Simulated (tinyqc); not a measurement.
What each parameter does: alloy A(1-x)B(x) by interpolation with bowing.

Each gap follows E(x) = (1 - x) E_A + x E_B - C x (1 - x); the lattice constant follows Vegard, a(x) = (1 - x) a_A + x a_B.

Mass at Gamma from the Kane formula 1/m = F + Ep (Eg + 2 Dso/3)/(Eg (Eg + Dso)). F is fixed by the masses of A and B and interpolated linearly, as is Ep; Eg and Dso carry their bowing.

Values chosen for the exercise (A near AlAs, B near GaAs; shifted at random, so the results belong to these values and not to a real crystal):

| symbol | value | unit | meaning |
|---|---|---|---|
| Eg | (3.111, 1.511) | eV | gap at Gamma to the s-like level of A, B |
| EgX | (2.247, 1.984) | eV | gap to the lowest valley along Gamma-X of A, B |
| EgL | (2.495, 1.836) | eV | gap to L of A, B |
| C | (0.412, 0.101, 0.08) | eV | bowing of the Gamma, X and L gaps |
| x | 0.41 |  | fraction of B |
| Dso | (0.283, 0.338) | eV | spin-orbit splitting of A, B |
| Ep | (21, 25.9) | eV | Kane energy of A, B |
| me | (0.1483, 0.0672) | m0 | electron mass at Gamma of A, B |
| Cs | 0 | eV | bowing of Dso |

Gaps at x and the Kane mass.

Results for these values:

| case | Gamma (eV) | X (eV) | L (eV) | mass (m0) |
|---|---|---|---|---|
| base | 2.3553 | 2.1147 | 2.2055 | 0.1111 |

What happens to each result for Eg = (3.267, 1.511) eV, all else kept?

Answer: Gamma rises from 2.3553 to 2.4474; X does not change at the printed digits; L does not change at the printed digits; mass rises from 0.1111 to 0.1131.

The same for each parameter in turn:

| case | Gamma (eV) | X (eV) | L (eV) | mass (m0) |
|---|---|---|---|---|
| base | 2.3553 | 2.1147 | 2.2055 | 0.1111 |
| x = 0.37 | 2.4230 | 2.1261 | 2.2325 | 0.1145 |
| C = (0.512, 0.201, 0.18) eV | 2.3311 | 2.0905 | 2.1813 | 0.1099 |
| Eg = (3.267, 1.511) eV | 2.4474 | 2.1147 | 2.2055 | 0.1131 |
| EgX = (2.247, 1.885) eV | 2.3553 | 2.0741 | 2.2055 | 0.1111 |
| EgL = (2.37, 1.836) eV | 2.3553 | 2.1147 | 2.1317 | 0.1111 |
| Ep = (23.1, 28.5) eV | 2.3553 | 2.1147 | 2.2055 | 0.1124 |
| Cs = 0.05 eV | 2.3553 | 2.1147 | 2.2055 | 0.1109 |

tinyqc: `OMP_NUM_THREADS=1 python tinyqc.py 1081260 1081261 out.jsonl`; about 0.01 s, one thread, shared Intel(R) Xeon(R) Processor @ 2.30GHz.
